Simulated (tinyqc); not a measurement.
Chemical trend: level against potential: deep trap from a strong local potential in a two-band host (Koster-Slater model with semi-elliptic bands). Computed by tinyqc, a small Python program. Command: `OMP_NUM_THREADS=1 python tinyqc.py 3029693 3029694 out.jsonl deeptrap walk`. One thread of a shared host (Intel(R) Xeon(R) Processor @ 2.30GHz), about 0.03 s of CPU time with the checks.

The valence band spans -2 W_v to 0 and the conduction band E_g to E_g + 2 W_c. The orbital at the impurity site has weight f_v in the valence band and 1 - f_v in the conduction band, each spread as a semi-ellipse (2/(pi W^2)) sqrt(W^2 - x^2) about the band centre. The impurity adds U to this orbital. Spin is left out.

Inputs (values chosen for the exercise, with a gap close to that of beta-Ga2O3):

| quantity | value | unit |
|---|---|---|
| gap E_g | 4.8 | eV |
| half-width of the valence band W_v | 2.9 | eV |
| half-width of the conduction band W_c | 2.2 | eV |
| valence weight f_v of the site orbital | 0.54 | - |

Impurity: repulsive, acceptor-like.

Method:
- In the gap G(E) = f_v (2/W_v^2)[x - sqrt(x^2 - W_v^2)] - (1 - f_v)(2/W_c^2)[y - sqrt(y^2 - W_c^2)], x = E + W_v, y = E_g + W_c - E.
- G falls across the gap from G(0) to G(E_g). A repulsive U binds if U > 1/G(0), an attractive one if U < 1/G(E_g); the vacancy level (U infinite) solves G(E) = 0 (bisection).
- The trap level solves G(E) = 1/U (bisection). With D = -dG/dE = D_v + D_c, D_v = f_v (2/W_v^2)[x/sqrt(x^2 - W_v^2) - 1] and D_c = (1 - f_v)(2/W_c^2)[y/sqrt(y^2 - W_c^2) - 1], the weight on the impurity orbital is 1/(U^2 D) and the conduction-band character is D_c/D.
- U is 1.05, 1.2, 1.5, 2, 3, 5, 10 and 30 times the threshold, rounded to three digits; the largest values are formal and only show the vacancy limit.

repulsive threshold = 3.27878 eV

vacancy level = 2.48632 eV

Trend:

| U (eV) | E_t (eV) | weight on the impurity | conduction character | E_t - vacancy level (eV) |
|---|---|---|---|---|
| 3.44 | 0.0022 | 0.02666 | 0.00320 | -2.4841 |
| 3.93 | 0.0305 | 0.08361 | 0.01323 | -2.4558 |
| 4.92 | 0.1438 | 0.13543 | 0.03479 | -2.3426 |
| 6.56 | 0.3829 | 0.14797 | 0.07301 | -2.1034 |
| 9.84 | 0.8193 | 0.11475 | 0.14801 | -1.6670 |
| 16.40 | 1.3668 | 0.05897 | 0.26008 | -1.1195 |
| 32.80 | 1.8981 | 0.01742 | 0.38587 | -0.5883 |
| 98.40 | 2.2885 | 0.00201 | 0.48466 | -0.1978 |

dE_t/dU equals the weight on the impurity, which peaks at 0.148 (U = 6.56 eV) and falls to 0.0020 in the last row, so beyond the peak each further eV of potential moves the level less. The level nears the vacancy level, 2.486 eV, as 1/U: it is 0.588 eV away at 10 times the threshold and 0.198 eV at 30 times, and the state is then host-like.

Extremes, crossings and ranges named in words are read from the listed rows.
